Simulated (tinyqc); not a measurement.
## Scale length and length offset from two DIBL values

Problem. DIBL = exp(-Le/(2 l)) + 2 exp(-Le/l) with Le = L - dL. Find l, dL and the drawn length for a DIBL of 100 mV/V.

DIBL at drawn lengths 81 and 110 nm (mV/V): [74.732308, 24.532199]

Solution. With e = exp(-Le/(2 l)), 2 e^2 + e = DIBL gives e and so Le/l at each length; Le/l is a straight line in L with slope 1/l.

l = 14.00 nm
dL = 4.900 nm
length for 100 mV/V = 73.79 nm

Program tinyqc, `OMP_NUM_THREADS=1 python tinyqc.py 2002024 2002025 out.jsonl`; Intel Xeon 2.30GHz, shared host, one thread, about 0.01 s.
